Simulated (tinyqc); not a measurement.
Hall effect and magnetoresistance of several carrier groups with constant relaxation times: one step, computed by the program tinyqc.

Group 1 has charge +e and group 2 charge +e; s_i is that sign. B lies along z; mu B is formed with mu in m^2/(V s).

Problem. Back from four measured limits to the two groups. With z_i = s_i mu_i and w_i = s_i n_i the moments M_k = w1 z1^k + w2 z2^k are M_(-1) = (1 + MR_sat) M_0^2/M_1, M_0 = 1/(e R_strong), M_1 = sigma(0)/e, M_2 = R_weak sigma(0)^2/e. The z_i are the roots of z^2 + p z + q with M_2 + p M_1 + q M_0 = 0 and M_1 + p M_0 + q M_(-1) = 0; then w follows from M_0 and M_1. Group 1 is the faster.

Inputs (values chosen for the exercise, for a model conductor): mobility mu1 = 130000 cm^2/(V s); magnetic field B = 6.8 T.

Carriers: light and heavy holes. Densities: per volume.

R_H at strong field = 0.04307460 cm^3/C

sigma at B = 0 = 1649761 S/cm

R_H at weak field = 0.04411161 cm^3/C

saturation MR = 1.355360 %

Constants: e = 1.602176634e-19 C.

Give: p and q; signed mobilities s_i mu_i; densities.

Solution.

p and q: -1.990e+05  8.970e+09

signed mobilities s_i mu_i (cm^2/(V s)): 1.300e+05  69000

densities (1/cm^3): 4.900e+18  1.40e+20

Caution: mu B is well above 1, where Landau quantisation, left out here, shows at low temperature.
